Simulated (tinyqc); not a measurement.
Reflectance across the plasma edge: free-carrier optics of a doped semiconductor (Drude model).

eps(E) = ei [1 - Ep^2/(E^2 + i E Gam)], with Ep^2 = 8 pi c (e^2/(4 pi eps0)) N/(m ei), c = hbar^2/2m0, N in 1/angstrom^3 (1e-24 per 1/cm^3); Gam = hbar/tau, tau = mu m m0/e with m0/e = 5.685630e-12 kg/C and mu in m^2/(V s). Energies in meV.

n + i k = sqrt(eps1 + i eps2) with k >= 0; R = ((n - 1)^2 + k^2)/((n + 1)^2 + k^2) at normal incidence from vacuum; alpha = 2 E k/(hbar c), times 1e8 for 1/cm; loss function Im(-1/eps) = eps2/(eps1^2 + eps2^2).

Constants: hbar^2/2m0 = 3.80998211 eV angstrom^2; e^2/(4 pi eps0) = 14.39964547 eV angstrom; hbar = 6.58211957e-16 eV s; hbar c = 1973.269805 eV angstrom.

Values chosen for the exercise (mass and dielectric values near those of Si; N and mu are free inputs; interband absorption and the rise of the mass with filling are left out; not measured data): N = 8.7e+17 1/cm^3 (carrier density); m = 0.246 m0 (conductivity mass); mu = 110 cm^2/(V s) (mobility); ei = 11.9 (high-frequency dielectric constant).

Spectrum:
```
E (meV)   eps1   eps2      R  alpha (1/cm)
2.0       9.24  56.87  0.670           997
6.1       9.29  18.31  0.472      1.47e+03
10.1      9.38  10.69  0.378      1.59e+03
14.2      9.50   7.23  0.328      1.59e+03
17.2      9.61   5.70  0.308      1.54e+03
20.2      9.72   4.61  0.295      1.48e+03
22.3      9.80   4.02  0.290      1.42e+03
25.3      9.93   3.34  0.285      1.34e+03
30.4     10.13   2.49  0.281      1.20e+03
40.5     10.49   1.48  0.282           938
60.7     11.02   0.62  0.289           577
101.2    11.50   0.17  0.296           258
```

How do the results move, and what explains it?

Ep = 20.2 meV and Gam = 42.8 meV: Gam exceeds Ep, so damping washes the plasma edge out. R is 0.670 at the lowest energy and lowest, 0.281, at 30.4 meV of those listed; without damping it would vanish at Ep sqrt(ei/(ei - 1)) = 21.2 meV. At the highest energy R is 0.296, against 0.303 for ei alone. Between the last two rows alpha goes as E^-1.57, where the Drude limit far above Ep and Gam is E^-2.

Computed by tinyqc, a small Python program: `OMP_NUM_THREADS=1 python tinyqc.py 1650493 1650494 out.jsonl` (the numbers bound the seed that draws the inputs); one thread of a shared host (Intel(R) Xeon(R) Processor @ 2.30GHz), about 0.01 s for the whole set of steps.
